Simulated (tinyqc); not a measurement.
Worked calculation: Slater-Koster d bands of a bcc metal. Values are carried at full precision from step to step, so a last printed digit may differ when a step is redone from the rounded ones.

Slater-Koster d bands. For a bond with direction cosines (l, m, n) the 5 x 5 block is dds Ps + ddp Pp + ddd (1 - Ps - Pp), the projectors on sigma, pi and delta states about the bond; for instance <xy|xy> = 3 l^2 m^2 dds + (l^2 + m^2 - 4 l^2 m^2) ddp + (n^2 + l^2 m^2) ddd, <xy|yz> = 3 l m^2 n dds + l n (1 - 4 m^2) ddp + l n (m^2 - 1) ddd and <3z2-r2|3z2-r2> = (n^2 - (l^2 + m^2)/2)^2 dds + 3 n^2 (l^2 + m^2) ddp + (3/4)(l^2 + m^2)^2 ddd. H(k) sums the blocks times cos(k.R) over the neighbours; the d level is the zero of energy; k in 2 pi/a.

Values chosen for the exercise (of the size met in W; the results hold for these values, not for the real material): dds = -1.437 eV (dd sigma); ddp = 0.675 eV (dd pi); ddd = -0.216 eV (dd delta); f2 = 0.487 (factor on all three integrals for second neighbours); Es = 5.3 eV (s level); sss = -1.24 eV (ss sigma); sds = -0.76 eV (sd sigma); k = (0.26, 0.38, 0) 2 pi/a (wave vector); Nd = 5 (d electrons per atom).

## The block of one bond

Direction (1,1,1)/sqrt3; its eigenvalues must be dds once, ddp twice and ddd twice.

block (eV), rows xy, yz, zx, x2-y2, 3z2-r2 and columns alike:
```
[[-0.4250, -0.5060, -0.5060, 0, -0.3429],
 [-0.5060, -0.4250, -0.5060, -0.2970, 0.1715],
 [-0.5060, -0.5060, -0.4250, 0.2970, 0.1715],
 [0, -0.2970, 0.2970, 0.3780, 0],
 [-0.3429, 0.1715, 0.1715, 0, 0.3780]]
```

## Levels at Gamma

Neighbours: eight at (a/2)(1,1,1) and equivalents, and six at a(1,0,0) and equivalents with the integrals times f2.

Summing the blocks at k = 0 gives E(t2g) = (8/3) dds + (16/9) ddp + (32/9) ddd + f2 (4 ddp + 2 ddd), E(eg) = (16/3) ddp + (8/3) ddd + f2 (3 dds + 3 ddd).

levels (eV): t2g (threefold) -2.2955, eg (twofold) 0.6090

The t2g level lies lower, by 2.9045 eV.

## The Hamiltonian at one k

An s orbital at Es couples to nearest neighbours alone: <s|s> = sss, <s|xy> = sqrt3 l m sds (cyclic), <s|x2-y2> = (sqrt3/2)(l^2 - m^2) sds, <s|3z2-r2> = (n^2 - (l^2 + m^2)/2) sds.

Sum over the neighbours.

H(k) (eV), rows s, xy, yz, zx, x2-y2, 3z2-r2 and columns alike:
```
[[2.8002, 2.3792, 0, 0, 0, 0],
 [2.3792, -1.5877, 0, 0, 0, 1.8595],
 [0, 0, -0.6654, 2.7436, 0, 0],
 [0, 0, 2.7436, -0.0873, 0, 0],
 [0, 0, 0, 0, 1.4244, 0.3431],
 [0, 1.8595, 0, 0, 0.3431, -0.2356]]
```

## Levels and character

Diagonalise H; t2g is xy, yz, zx and eg the other two.

levels (eV): [-3.5363, -3.1352, 0.4306, 1.5156, 2.3825, 3.9914]

weights, rows s, t2g, eg; columns band 1, band 2, band 3, band 4, band 5, band 6:
```
[[0.096, 0.000, 0.122, 0.014, 0.000, 0.769],
 [0.683, 1.000, 0.121, 0.004, 1.000, 0.193],
 [0.221, 0.000, 0.758, 0.982, 0.000, 0.039]]
```

## Levels at points of symmetry

Coordinates: G (0, 0, 0), H (1, 0, 0), N (0.5, 0.5, 0), P (0.5, 0.5, 0.5); the others lie half way.

Levels (eV):
```
k        band 1  band 2  band 3  band 4  band 5  band 6
G        -4.620  -2.295  -2.295  -2.295   0.609   0.609
G-H 0.5  -1.994  -0.210  -0.210   0.384   1.525   5.300
H        -5.439  -5.439   4.505   4.505   4.505  15.220
N        -4.571  -3.838   1.008   1.994   4.258   6.953
P        -1.105  -1.105  -1.105   2.415   2.415   5.300
P-G 0.5  -2.982  -2.982  -0.424   1.418   1.418   3.877
G-N 0.5  -3.306  -3.067   0.194   0.981   1.302   1.654
```

On these points the bands run from -5.439 (H) to 15.220 eV (H).

## Second moment and the rectangular band

mu2 = z (dds^2 + 2 ddp^2 + 2 ddd^2)/5 per orbital, with z = 8 + 6 f2^2. A rectangular band with the same mu2 has width W = sqrt(12 mu2), Fermi level W (Nd/10 - 1/2) and bond energy -W Nd (10 - Nd)/20 (Friedel).

mu2 = 5.7848 eV^2
W = 8.3318 eV
Fermi level = 0.0000 eV
bond energy per atom = -10.4147 eV

The bond energy is the attractive part alone; the repulsion between atoms, left out, cancels a large share of it in the cohesive energy.

## Checks

- Levels at Gamma from the formulas against H(0): they agree to 1e-10 or better.
- Second moment from the formula against the mean square level on the mesh: both 5.78485.

Program tinyqc; command `OMP_NUM_THREADS=1 python tinyqc.py 1480609 1480610 out.jsonl`; about 0.04 s on one thread of a shared Intel(R) Xeon(R) Processor @ 2.30GHz.
